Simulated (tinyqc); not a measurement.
Schottky barrier with interface states (Cowley-Sze model), image lowering and contact resistance: one step, computed by the program tinyqc.

An n-type semiconductor under a metal. The barrier lies between the Schottky-Mott limit phi_M - chi and the Bardeen limit E_g - E_n, E_n being the neutrality level of the interface states; the space-charge term of the full Cowley-Sze expression is left out.

Problem. Thermionic current. A* = 4 pi e m_e M_c k_B^2/h^3 (a simple valley count); J_s = A* T^2 exp(-phi/k_B T). J_0 uses phi_B; the reverse current uses phi_B less the image lowering, times 1 - exp(-V_r/k_B T).

Inputs (values chosen for the exercise, with gap, mass and screening modelled on GaP): electron mass m_e = 0.492 m_0; valleys M_c = 3; temperature T = 425 K; reverse bias V_r = 3.3 V.

Pinning factor from: interface states.

barrier phi_B = 1.258066 eV

image lowering = 0.07346456 eV

Constants: e = 1.602176634e-19 C; m_0 = 9.1093837015e-31 kg; k_B = 1.380649e-23 J/K; h = 6.62607015e-34 J s; k_B = 8.617333262e-05 eV/K.

Give: Richardson constant A*; J_0; thermionic reverse current.

Solution.

Richardson constant A* = 177.4 A cm^-2 K^-2

J_0 = 3.865e-08 A/cm^2

thermionic reverse current = 2.873e-07 A/cm^2

Image lowering raises the reverse current by a factor 7.43.
